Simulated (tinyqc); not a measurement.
## Stability and critical current from long pulses

Question. For long pulses a magnetic tunnel junction switches at I = Ic0 [1 - ln(tp/t0)/Delta]. Find Ic0 and Delta.

Parameters, values chosen for the exercise:
- t0 = 1 ns (attempt time)

switching current for pulses of 0.0001 and 0.1 s (uA): 6.1498187  4.6804573

Solution. I is linear in ln tp: it equals Ic0 at tp = t0, and the slope is -Ic0/Delta.

Ic0 = 8.599 uA
Delta = 40.42

tinyqc, about 0.01 s, one thread, Intel Xeon 2.30GHz (shared host): `OMP_NUM_THREADS=1 python tinyqc.py 2450014 2450015 out.jsonl`
